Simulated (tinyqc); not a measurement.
Gated graphene: carriers, quantum capacitance and optical conductivity: sweeps and comparisons. A value that a table varies takes the place of the one given here.

Cones E = +/- hv |k|, four flavours, D(E) = 2|E|/(pi hv^2). n = (2/pi)(kT/hv)^2 F_1(mu/kT), p = (2/pi)(kT/hv)^2 F_1(-mu/kT), in 1/angstrom^2 (1e16 for 1/cm^2); F_1(eta) = integral_0^infinity x dx/(1 + exp(x - eta)). Cq/e^2 = d(n - p)/d mu = (2 kT/(pi hv^2)) ln(2 + 2 cosh(mu/kT)).

Gate: V = mu/e + e (n - p)/Cox with Cox/e^2 = k/(4 pi e2 t), t in angstrom, e2 = e^2/(4 pi eps0); 1/(eV angstrom^2) in C/e^2 equals 1602.176634 microfarad/cm^2; total 1/C = 1/Cox + 1/Cq.

Conductivity over sigma0 = e^2/(4 hbar): interband Re = sinh(E/2kT)/(cosh(mu/kT) + cosh(E/2kT)); intraband Re = (8 kT/pi) ln(2 cosh(mu/2kT)) Gm/(E^2 + Gm^2). A free sheet absorbs about pi alpha_f Re(sigma/sigma0), alpha_f the fine-structure constant (alpha among the constants).

Constants: kB = 8.617333262e-05 eV/K; e^2/(4 pi eps0) = 14.39964547 eV angstrom; fine-structure constant alpha = 0.007297352564.

Parameters, chosen for this exercise (Fermi velocity near that of graphene, gate dielectric near SiO2; not measured data):
- hv = 6.23 eV angstrom (hbar vF)
- T = 150 K
- k = 3.95 (dielectric constant of the gate layer)
- t = 285 nm (its thickness)
- Gm = 5 meV (intraband damping)
- V = 108.1 V (gate voltage from the neutrality point)

## Gate sweep

Results:
```
V (V)    mu (eV)  n - p (1/cm^2)  n + p (1/cm^2)  Cq (microfarad/cm^2)  C/Cox  Cox V/e (1/cm^2)
0         0.0000               0        4.51e+10                 0.471  0.975                 0
3.2       0.0491        2.41e+11        2.43e+11                  1.30  0.991          2.45e+11
8.6       0.0860        6.52e+11        6.52e+11                  2.26  0.995          6.59e+11
22        0.1409        1.67e+12        1.67e+12                  3.70  0.997          1.69e+12
43        0.1986        3.28e+12        3.28e+12                  5.22  0.998          3.29e+12
76        0.2649        5.80e+12        5.80e+12                  6.96  0.998          5.82e+12
1.1e+02   0.3192        8.40e+12        8.40e+12                  8.39  0.999          8.43e+12
1.6e+02   0.3854        1.22e+13        1.22e+13                  10.1  0.999          1.23e+13
2.4e+02   0.4724        1.83e+13        1.83e+13                  12.4  0.999          1.84e+13
```

At neutrality n + p = 4.51e+10 1/cm^2 of thermal carriers remain and C/Cox = 0.975; at the last row C/Cox = 0.999 and the plain capacitor rule overstates n - p by 0.2 %. Between the last two rows mu goes as V^0.50; for |mu| well above kT the limits are 1/2 where Cox is small against Cq and 1 where it is large.

## Absorption spectrum

mu = 0.31641 eV

Results:
```
E (eV)  interband  intraband  absorption (%)
0.063      0.0000     0.5043           1.156
0.127      0.0000     0.1247           0.286
0.221      0.0000     0.0412           0.095
0.316      0.0000     0.0202           0.046
0.443      0.0006     0.0103           0.025
0.538      0.0249     0.0070           0.073
0.633      0.5018     0.0050           1.162
0.728      0.9754     0.0038           2.245
0.823      0.9994     0.0030           2.298
1.013      1.0000     0.0020           2.297
1.266      1.0000     0.0013           2.295
1.898      1.0000     0.0006           2.294
```

The edge lies at 2|mu| = 0.633 eV and, for |mu| above about 3 kT (here 24.5), rises from 10 % to 90 % over about 8.8 kT = 0.114 eV. The absorption is lowest, 0.025 %, at 0.443 eV of those listed, between the Drude tail and the edge; at the last row it is 2.294 % against pi alpha_f = 2.293 %. The thin-sheet formula fails where the absorption is large, and trigonal warping matters above about 1.5 eV.

## What moves the Fermi level

All results formed anew. Each row changes one parameter from the base and keeps the others.

Results:
```
case                   mu (eV)  n - p (1/cm^2)   C/Cox
base                    0.3164       8.255e+12  0.9985
V = 140.53 V            0.3611       1.074e+13  0.9987
t = 199.5 nm            0.3784       1.179e+13  0.9982
k = 4.74                0.3467       9.904e+12  0.9984
hv = 6.85 eV angstrom   0.3480       8.253e+12  0.9984
T = 250 K               0.3149       8.256e+12  0.9985
```

The largest shifts from the base row, up to three for each result and ties (the steps differ in size, so this ranks the rows, not the parameters). mu (eV): t +0.0620, V +0.0446, hv +0.0316. n - p (1/cm^2): t +3.53e+12, V +2.48e+12, k +1.65e+12. C/Cox: t -0.0003, V +0.0002, hv -0.0001, k -0.0001; unchanged at the printed digits by T.

Computed by tinyqc, a small Python program: `OMP_NUM_THREADS=1 python tinyqc.py 1680260 1680261 out.jsonl` (the numbers bound the seed that draws the inputs); one thread of a shared host (Intel(R) Xeon(R) Processor @ 2.30GHz), about 0.01 s for the whole set of steps.
